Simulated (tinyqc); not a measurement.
Inside a calculation. Method: Hubbard chain of 6 sites. Computed by tinyqc, a small Python program that keeps every step. Settings: hopping = 1.84, U = 3.8, mixing = 0.5, iteration cap = 57. Command: `OMP_NUM_THREADS=1 python tinyqc.py 27034 27035 out.jsonl` (the two numbers bound the seeds that draw the settings). One thread of a shared host (Intel(R) Xeon(R) Processor @ 2.60GHz), about 0.3 s of CPU time with the checks. Later iterations appear only in the table of the cycle.

## Mean-field iteration 1

one-body matrix (hopping and site energies) (eV):
```
           1          2          3          4          5          6
1  -0.940000  -1.840000   0.000000   0.000000   0.000000   0.000000
2  -1.840000   0.760000  -1.840000   0.000000   0.000000   0.000000
3   0.000000  -1.840000   0.490000  -1.840000   0.000000   0.000000
4   0.000000   0.000000  -1.840000  -0.150000  -1.840000   0.000000
5   0.000000   0.000000   0.000000  -1.840000  -0.350000  -1.840000
6   0.000000   0.000000   0.000000   0.000000  -1.840000   0.290000
```

U = 3.800000 eV

electrons, up and down: 3  2

mixing = 0.500000

n(up) at the start (a guess, not normalised): 1 0.500000, 2 0.500000, 3 0.500000, 4 0.500000, 5 0.500000, 6 0.500000

n(down) at the start (a guess): 1 0.333000, 2 0.333000, 3 0.333000, 4 0.333000, 5 0.333000, 6 0.333000

H(up) = T + U n(down), H(down) = T + U n(up); fill the lowest levels; n(new) = n + mixing (n(out) - n); E = tr T (rho up + rho down) + U sum n_up n_down of the output.

levels, up (eV): -1.999359  -1.109716  0.323600  2.076826  3.604172  4.796876

levels, down (eV): -1.364759  -0.475116  0.958200  2.711426  4.238772  5.431476

energy = -8.207502 eV

n(up) after iteration 1: 1 0.609927, 2 0.422117, 3 0.486447, 4 0.498199, 5 0.531925, 6 0.451385

n(down) after iteration 1: 1 0.402336, 2 0.338617, 3 0.279081, 4 0.339506, 5 0.393694, 6 0.245766

## Mean-field iteration 2

As before.

levels, up (eV): -1.980140  -1.007637  0.286107  2.004010  3.629214  4.764647

levels, down (eV): -1.365347  -0.403569  1.017877  2.693014  4.199782  5.358243

energy = -8.358353 eV

n(up) after iteration 2: 1 0.643381, 2 0.391045, 3 0.481130, 4 0.497870, 5 0.519780, 6 0.466792

n(down) after iteration 2: 1 0.380075, 2 0.367533, 3 0.268969, 4 0.340710, 5 0.423863, 6 0.218351

## Convergence

Each step fills the lowest levels of T + U n(other spin) and sets n(new) = n + mixing (n(out) - n); stop when output and input agree to 1e-8.

Course of the cycle:
```
iteration       E (eV)  largest |n(out) - n(in)|  mean |n_up - n_down|
1          -8.20750235                  2.20e-01              0.166667
2          -8.35835263                  6.69e-02              0.178825
3          -8.38612417                  5.30e-02              0.190785
4          -8.40433513                  4.78e-02              0.201744
5          -8.41671610                  4.11e-02              0.216537
6          -8.42497672                  3.45e-02              0.228481
7          -8.43038608                  2.83e-02              0.238070
8          -8.43387386                  2.29e-02              0.245732
9          -8.43609558                  1.84e-02              0.251833
10         -8.43749809                  1.46e-02              0.256678
11         -8.43837779                  1.15e-02              0.260519
...                ...                       ...                   ...
47         -8.43983651                  5.51e-06              0.275090
48         -8.43983651                  4.53e-06              0.275091
49         -8.43983651                  3.72e-06              0.275092
50         -8.43983651                  3.06e-06              0.275092
51         -8.43983651                  2.52e-06              0.275093
52         -8.43983651                  2.07e-06              0.275093
53         -8.43983651                  1.70e-06              0.275094
54         -8.43983651                  1.40e-06              0.275094
55         -8.43983651                  1.15e-06              0.275094
56         -8.43983651                  9.49e-07              0.275094
57         -8.43983651                  7.81e-07              0.275095
```

Not converged within 57 iterations: the residual falls steadily but slowly, by a factor of about 0.82 a step. The lowest mean-field energy found from random starts is -8.43984 eV. Reruns (cap 100 unless said): mixing 0.2: not converged; mixing 0.9: converged in 41 (E = -8.43984); the original settings with a cap of 400: converged in 80 (E = -8.43984).

## Exact diagonalisation (300 states)

Lowest levels of the sector, and the double occupancy of the lowest state.

lowest levels (eV): -9.076111  -7.905149  -7.342995  -7.041649  -7.004452  -6.244865

double occupancy per site = 0.103376

## The lowest level by Lanczos steps

From a random start vector (not printed): a_j = <q_j|H|q_j>, b_j = norm of the remainder after orthogonalising; the Ritz value is the lowest eigenvalue of the tridiagonal matrix of a and b so far.

Lanczos:
```
j   a_j (eV)  b_j (eV)  lowest Ritz value (eV)
1   1.518271  6.503612              1.51827066
2   0.112593  6.474748             -5.72604747
3   3.796721  6.326979             -7.93508311
4   4.603533  6.685233             -8.57216289
5   4.537452  6.830368             -8.82372020
6   3.557804  6.210579             -8.96515336
7   5.382211  6.512437             -9.03031687
8   4.876262  6.395534             -9.05822289
9   4.930884  6.282922             -9.06995211
10  6.356178  6.283897             -9.07403669
```
